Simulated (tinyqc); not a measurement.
Doping and offset from the band bending.

Problem. An n-N heterojunction in equilibrium with Boltzmann electrons and no holes obeys er1 N1 g(u1/Vt) = er2 N2 g(-u2/Vt), g(t) = exp(t) - t - 1, where u1 = psi_j - psi_L and u2 = psi_R - psi_j, and u1 + u2 = dEc + Vt ln(N2 Nc1/(N1 Nc2)). Find N2 and dEc.

Values chosen for this exercise; band and dielectric values those of a made-up pair:
```
symbol,value,unit,meaning
T,300,K,temperature
er1,10.7,,relative permittivity of material 1
Nc1,2.67e19,cm^-3,conduction-band density of states of material 1
er2,10.6,,relative permittivity of material 2
Nc2,1.09e20,cm^-3,conduction-band density of states of material 2
N1,2.1e17,cm^-3,donor density of material 1
```

Constants: q = 1.602176634e-19 C, kB = 1.380649e-23 J/K, Vt = kB T/q. Results are converted to the units shown.

bending psi_j - psi_L = 0.067175905 V
bending psi_R - psi_j = 0.20567925 V

Solution. Continuity of D gives N2 directly; the sum of the bendings then gives the offset.

N2 = 3.00e17 cm^-3
dEc = 0.300 eV

tinyqc, about 0.01 s, one thread, Intel Xeon 2.30GHz (shared host): `OMP_NUM_THREADS=1 python tinyqc.py 2040047 2040048 out.jsonl`
